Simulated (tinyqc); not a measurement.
Brillouin zone and empty-lattice bands of the fcc structure: one step. The free-electron sphere.

Primitive vectors a (0,1/2,1/2), a (1/2,0,1/2), a (1/2,1/2,0); one atom. Reciprocal vectors obey a_i.b_j = 2 pi delta_ij; k is given in units of 2 pi/a. Empty-lattice levels are c0 (2 pi/a)^2 |k + G|^2, c0 = hbar^2/2m0. Points: X = (1, 0, 0), L = (0.5, 0.5, 0.5), K = (0.75, 0.75, 0), W = (1, 0.5, 0), U = (1, 0.25, 0.25).

Constants: hbar^2/2m0 = 3.80998211 eV angstrom^2; a0 (Bohr radius) = 0.5291772105 angstrom.

Values chosen for the exercise (out of a larger set: lattice near that of Au; not measured data): a = 4.114 angstrom (lattice constant); Z = 1 (free electrons per atom).

Problem. n = Z/V, kF = (3 pi^2 n)^(1/3), EF = c0 kF^2, rs = (3/(4 pi n))^(1/3)/a0; compare kF with |k| of the points on the zone surface.

Give: n; kF; EF; rs; Points.

Solution.

n = 0.05745 1/angstrom^3
kF = 0.7816 2 pi/a
EF = 5.429 eV
rs = 3.038

Points:
```
point  |k| (2 pi/a)  kF/|k|  lowest level (eV)  levels below EF
X            1.0000   0.782              8.887                0
L            0.8660   0.903              6.665                0
K            1.0607   0.737              9.998                0
W            1.1180   0.699             11.109                0
U            1.0607   0.737              9.998                0
```

The sphere lies wholly inside the first zone; it comes closest to the surface at L (90 % of the way). Free electrons ignore the d bands of this metal.

Program tinyqc; command `OMP_NUM_THREADS=1 python tinyqc.py 1850306 1850307 out.jsonl`; about 0.01 s on one thread of a shared Intel(R) Xeon(R) Processor @ 2.30GHz.
